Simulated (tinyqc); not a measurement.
States in the gap of a film: thin (001) film in sp3s* tight binding with raised dangling bonds.

Planes alternate anion (a), cation (c) along [001], a/4 apart, starting with an anion; zero in-plane momentum; levels counted from the bulk Ev, the lower root of [[Epa, Vxx], [Vxx, Epc]]; no spin-orbit coupling. Block of s, pz, s*: from an anion to the cation above, Vss/2 (s,s), Vsapc/2 (s,z), -Vscpa/2 (z,s), Vxx/2 (z,z), Vxapc/2 (s*,z), -Vpaxc/2 (z,s*); to the cation below the same with the s-z and s*-z signs reversed. Block of u = (px + py)/sqrt2 and v = (px - py)/sqrt2: to the cation above (Vxx + Vxy)/2 for u and (Vxx - Vxy)/2 for v, to the cation below the reverse. Each surface atom has two dangling sp3 hybrids; raising both by dl adds (dl/2) [[1, t], [t, 1]] to its s, pz levels (t = -1 at the bottom face, +1 at the top) and dl to the one of u, v in whose plane the missing bonds lie (v for a bottom anion or a top cation, u for a top anion).

Parameters, chosen for this exercise (out of a larger set: near a published set for Si, fitted to gaps, whose masses and valley positions are rough; not measured data): p = (-4.204, 1.716, -4.204, 1.716, 6.665, 6.665, -8.332, 1.711, 4.572, 5.707, 5.707, 5.388, 5.388) eV (order Esa, Epa, Esc, Epc, Exa, Exc, Vss, Vxx, Vxy, Vsapc, Vscpa, Vxapc, Vpaxc); Nw = 28 (planes in the thicker film).

edges (eV): Gamma 3.42200, Delta 1.13469

Levels between 0 and the lower bulk edge, the largest weight on the two outer planes of both faces among them, and the nearest levels outside, for several shifts dl.

Film of Nw planes:

| dl (eV) | levels in the gap | at (eV) | surface weight | next above (eV) | next below (eV) |
|---|---|---|---|---|---|
| 0 | 2 | 0.267, 0.287 | 0.70 | 1.1685 | -0.0509 |
| 1 | 2 | 0.732, 0.736 | 0.81 | 1.1706 | -0.0509 |
| 2 | 0 | - | - | 1.1386 | -0.0509 |
| 3 | 0 | - | - | 1.1629 | -0.0509 |
| 5 | 0 | - | - | 1.1653 | -0.0509 |
| 10 | 0 | - | - | 1.1661 | -0.0509 |
| 30 | 0 | - | - | 1.1664 | -0.0509 |
| 100 | 0 | - | - | 1.1665 | -0.0509 |

Can the levels of the bare film be read as confined subbands?

No: with bare surfaces (dl = 0) 2 levels lie in the bulk gap, with up to 70 % of the weight on the four outer planes, two a face, where an even spread gives 14 %; these are dangling-bond states, not subbands. The reruns show the bulk gap clear from dl = 2 eV on, and at dl = 30 eV the next level above lies -0.1 meV from its value at 100 eV. At dl = 2 eV the next level above is more than 20 meV from its value at 100 eV, so the surface still acts on it.

Run: tinyqc, `OMP_NUM_THREADS=1 python tinyqc.py 1450302 1450303 out.jsonl`; Intel(R) Xeon(R) Processor @ 2.30GHz, one thread, shared host; about 0.4 s of CPU time with all checks.
